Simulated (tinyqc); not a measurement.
## Undoped gate-all-around wire MOSFET, analytic charge model: effect of the temperature

An undoped round wire of radius R under an insulator shell and a surrounding gate; long channel, electrons only, n = ni exp((psi - V)/Vt) with V the quasi-Fermi potential (0 at the source, Vd at the drain), constant mobility, no quantisation. The radial Poisson equation gives n(r) = n(0)/(1 - (1 - b) r^2/R^2)^2 with b = Q0/(Q + Q0). Q is the electron charge per area of the wire surface.

Nc and Nv are given at 325 K and scale as (T/325 K)^1.5; Eg and mu are held fixed. ni = sqrt(Nc Nv) exp(-Eg/(2 Vt)), Eg in volts; Cox = eps0 eox/(R ln(1 + tox/R)); Q0 = 4 eps0 eps_r Vt/R; V0 = dphi + Vt ln[8 eps0 eps_r Vt/(q ni R^2)]. Q solves Vg - V0 - V = Q/Cox + Vt ln(Q/Q0) + Vt ln(1 + Q/Q0). I = mu (2 pi R/L)[2 Vt (Qs - Qd) + (Qs^2 - Qd^2)/(2 Cox) + Vt Q0 ln((Qd + Q0)/(Qs + Q0))], with Qs at V = 0 and Qd at V = Vd.  I(low) is taken at Vg = 0.42 V, Qs and I(high) at Vg = 1.17 V.

Parameters, values chosen for the exercise; material values those of a made-up semiconductor:
- Eg = 1.18 eV (band gap)
- eps_r = 13.4 (relative permittivity of the semiconductor)
- Nc = 3.52e19 cm^-3 (conduction-band density of states at the reference temperature)
- Nv = 3.24e19 cm^-3 (valence-band density of states at the reference temperature)
- eox = 21.9 (relative permittivity of the gate insulator)
- tox = 12 nm (insulator thickness)
- R = 15 nm (wire radius)
- dphi = 0.19 V (gate work function less that of the intrinsic body)
- mu = 170 cm^2/(V s) (channel mobility)
- L = 0.1 um (gate length)
- Vd = 1 V (drain voltage)

Constants: q = 1.602176634e-19 C, kB = 1.380649e-23 J/K, Vt = kB T/q, eps0 = 8.8541878128e-14 F/cm where lengths are in cm. Results are converted to the units shown.

Result of one run:
```
V0 (V)	I(low) (nA)	Qs(high) (nC/cm^2)	I(high) (uA)
0.67847	0.022715	809.66	29.957
```

Which temperature T gave this result: 310, 340, 370, 400 or 430 K?

T = 310 K.

The whole series:
```
T (K)	V0 (V)	I(low) (nA)	Qs(high) (nC/cm^2)	I(high) (uA)
220	0.71120	3.8880e-5	790.92	27.108
250	0.70044	5.2258e-4	795.92	27.972
280	0.68953	0.0041568	802.24	28.925
310	0.67847	0.022715	809.66	29.957
340	0.66729	0.093957	818.05	31.062
370	0.65600	0.31419	827.26	32.237
400	0.64460	0.88951	837.19	33.476
430	0.63311	2.2041	847.77	34.779
```

As T goes from 220 to 430 K, I(low) rises from 3.89e-5 to 2.20 nA and I(high) rises from 27.1 to 34.8 uA. V0 falls from 0.711 to 0.633 V. In every row the surface density at the source at the higher gate voltage passes 0.3 Nc, where Boltzmann statistics fail. In every row mu V/L at the higher gate voltage, with V the smaller of Vd and Vg - V0, passes 3e6 cm/s, so velocity saturation would lower the current. In every row the mobility is held fixed, though a real one changes with T.

Program tinyqc, `OMP_NUM_THREADS=1 python tinyqc.py 2460056 2460057 out.jsonl`; Intel Xeon 2.30GHz, shared host, one thread, about 0.02 s.
